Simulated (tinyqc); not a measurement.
Square-lattice Ising model by mean field, Bethe lattice, transfer matrix, exact enumeration and Monte Carlo steps: one step, computed by the program tinyqc.

H = -J sum over nearest pairs s_i s_j, s = +-1, no field, periodic boundaries; energies per site are in J. As a lattice gas or an alloy, s marks which species holds the site.

Question. Metropolis steps. h is the sum of the four neighbours. dE = 2 J s h; flip if u < p = min(1, exp(-2 K s h)).

Inputs (values chosen for the exercise, for a model lattice): temperature T = 738 K.

Monte Carlo rule: Metropolis.

start configuration, 5 x 5, rows and columns numbered from 1:
```
    1   2   3   4   5
1   1   1   1   1   1
2   1  -1   1  -1   1
3  -1   1   1   1  -1
4  -1   1  -1   1   1
5   1   1   1  -1  -1
```

Random draws:
```
step  row  column       u
1       1       5  0.8645
2       4       2  0.7981
3       3       3  0.5809
4       3       3  0.5312
5       4       4  0.1547
6       4       1  0.2566
7       5       4  0.6152
8       3       4  0.7687
9       3       2  0.2634
10      4       3  0.2083
11      4       5  0.6251
12      2       4  0.4602
13      5       1  0.7154
14      4       4  0.1420
```

K = 0.5472049

Give: Steps; configuration after the steps.

Answer.

Steps:
```
step  s before   h      p  s after
1            1   2  0.112        1
2            1   0  1.000       -1
3            1   2  0.112        1
4            1   2  0.112        1
5            1   0  1.000       -1
6           -1   0  1.000        1
7           -1   0  1.000        1
8            1  -2  1.000       -1
9            1  -2  1.000       -1
10          -1   0  1.000        1
11           1  -2  1.000       -1
12          -1   2  1.000        1
13           1   2  0.112        1
14          -1   0  1.000        1
```

configuration after the steps:
```
    1   2  3   4   5
1   1   1  1   1   1
2   1  -1  1   1   1
3  -1  -1  1  -1  -1
4   1  -1  1   1  -1
5   1   1  1   1  -1
```

10 of the 14 steps changed a spin; the sum of spins went by less than the digits shown, at 9.
